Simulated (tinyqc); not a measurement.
Inside a calculation. Method: Hubbard ring of 3 sites. Computed by tinyqc, a small Python program that keeps every step. Settings: hopping = 2.0, U = 6.9, mixing = 1, iteration cap = 54. Command: `OMP_NUM_THREADS=1 python tinyqc.py 24215 24216 out.jsonl` (the two numbers bound the seeds that draw the settings). One thread of a shared host (Intel(R) Xeon(R) Processor @ 2.60GHz), about 0.1 s of CPU time with the checks. Later iterations appear only in the table of the cycle.

## Mean-field iteration 1

one-body matrix (hopping and site energies) (eV), lower triangle:
```
           1          2         3
1   0.880000
2  -2.000000   0.930000
3  -2.000000  -2.000000  0.340000
```

U = 6.900000 eV

electrons, up and down: 2  1

mixing = 1

n(up) at the start (a guess, not normalised): 1 0.967000, 2 0.367000, 3 0.967000

n(down) at the start (a guess): 1 0.033000, 2 0.633000, 3 0.033000

H(up) = T + U n(down), H(down) = T + U n(up); fill the lowest levels; n(new) = n + mixing (n(out) - n); E = tr T (rho up + rho down) + U sum n_up n_down of the output.

levels, up (eV): -2.238241  2.847720  6.363621

levels, down (eV): 1.397878  7.319309  9.309713

energy = -0.123767 eV

n(up) after iteration 1: 1 0.927984, 2 0.124999, 3 0.947016

n(down) after iteration 1: 1 0.162020, 2 0.652165, 3 0.185815

## Mean-field iteration 2

As before.

levels, up (eV): -1.372782  3.813974  6.608807

levels, down (eV): 0.163392  6.693549  9.093059

energy = -0.185496 eV

n(up) after iteration 2: 1 0.915783, 2 0.148574, 3 0.935643

n(down) after iteration 2: 1 0.118894, 2 0.750795, 3 0.130311

## Mean-field iteration 3

As before.

levels, up (eV): -1.580897  3.477305  7.153592

levels, down (eV): 0.263549  6.674937  9.011514

energy = -0.198074 eV

n(up) after iteration 3: 1 0.932440, 2 0.120138, 3 0.947422

n(down) after iteration 3: 1 0.125703, 2 0.736440, 3 0.137857

## Convergence

Each step fills the lowest levels of T + U n(other spin) and sets n(new) = n + mixing (n(out) - n); stop when output and input agree to 1e-8.

Course of the cycle:
```
iteration       E (eV)  largest |n(out) - n(in)|  mean |n_up - n_down|
1          -0.12376714                  2.42e-01              0.684777
2          -0.18549643                  9.86e-02              0.734814
3          -0.19807414                  2.84e-02              0.744202
4          -0.20024206                  1.72e-02              0.753178
5          -0.20058039                  4.43e-03              0.754685
6          -0.20063135                  2.59e-03              0.756045
7          -0.20063889                  6.55e-04              0.756269
8          -0.20064000                  3.81e-04              0.756469
9          -0.20064016                  9.61e-05              0.756502
10         -0.20064018                  5.59e-05              0.756531
11         -0.20064019                  1.41e-05              0.756536
12         -0.20064019                  8.19e-06              0.756541
13         -0.20064019                  2.06e-06              0.756541
14         -0.20064019                  1.20e-06              0.756542
15         -0.20064019                  3.03e-07              0.756542
16         -0.20064019                  1.76e-07              0.756542
17         -0.20064019                  4.43e-08              0.756542
18         -0.20064019                  2.58e-08              0.756542
19         -0.20064019                  6.50e-09              0.756542
```

local moments n_up - n_down: 1 0.816119, 2 -0.634813, 3 0.818694

Converged in 19 iterations. Before convergence this energy mixes input and output and is not variational, so it may rise towards its limit.

## The many-body Hamiltonian

Basis: all placements (u, d, 2, 0 on each site), up operators ordered before down ones; hops carry the sign of the same-spin electrons passed.

H (eV), lower triangle:
```
           2u0        u20        uud        20u        udu        u02        duu        02u
2u0   9.590000
u20  -2.000000   9.640000
uud  -2.000000  -2.000000   2.150000
20u  -2.000000   0.000000   0.000000   9.000000
udu   0.000000  -2.000000   0.000000  -2.000000   2.150000
u02   0.000000   0.000000  -2.000000  -2.000000  -2.000000   8.460000
duu   2.000000   0.000000   0.000000  -2.000000   0.000000   0.000000   2.150000
02u   0.000000   2.000000   0.000000   0.000000  -2.000000   0.000000  -2.000000   9.100000
0u2   0.000000   0.000000   2.000000   0.000000   0.000000  -2.000000  -2.000000  -2.000000

          0u2
0u2  8.510000
```

## Exact diagonalisation (9 states)

Lowest levels of the sector, and the double occupancy of the lowest state.

lowest levels (eV): -0.736583  -0.627985  2.150000  6.934308  7.422024  9.049966

double occupancy per site = 0.095177

The mean-field solution above lies 0.5359 eV above the exact energy.

## The lowest level by Lanczos steps

From a random start vector (not printed): a_j = <q_j|H|q_j>, b_j = norm of the remainder after orthogonalising; the Ritz value is the lowest eigenvalue of the tridiagonal matrix of a and b so far.

Lanczos:
```
j   a_j (eV)  b_j (eV)  lowest Ritz value (eV)
1   5.143153  6.704892              5.14315292
2   7.487624  2.207316             -0.49120530
3   7.833503  1.029643             -0.73242749
4  11.667515  3.986332             -0.73484722
5   4.740154  2.578292             -0.73559554
6   7.828154  2.051598             -0.73576601
7   0.293927  1.496530             -0.73600715
8   6.698442  0.176289             -0.73658238
9   9.057527  1.40e-11             -0.73658320
```
